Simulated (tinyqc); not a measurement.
ROHF in the 6-311g basis, for H2+, spin multiplicity 2, step by step. Computed by tinyqc, a small Python program that keeps every step (integrals from PySCF). Settings: charge = 1, multiplicity = 2, basis = 6-311g, energy threshold = 1e-09, iteration cap = 86, orthogonalisation = symmetric, start = core, DIIS depth = 4, method = ROHF. Command: `OMP_NUM_THREADS=1 python tinyqc.py 22747 22748 out.jsonl` (the two numbers bound the seeds that draw the settings). One thread of a shared host (Intel(R) Xeon(R) Processor @ 2.60GHz), about 0.02 s of CPU time with the checks.

Geometry (angstrom):

| atom | x | y | z |
|---|---|---|---|
| H | 0.00000 | 0.00000 | 0.00000 |
| H | 0.00000 | 0.00000 | 0.91800 |

Stop when the energy changes by less than 1e-09 hartree and every element of the error matrix X^T (F D S - S D F) X is below 9e-06.

Course of the cycle:

| iteration | E (hartree) | change | largest element of the error matrix |
|---|---|---|---|
| 1 | -0.5860012 | - | 9.70e-16 |
| 2 | -0.5860012 | 2.22e-16 | 6.64e-16 |

Can the last value be used, and what does the course show?

Yes. Converged in 2 iterations. PySCF ROHF in the same basis = -0.5860012 hartree.
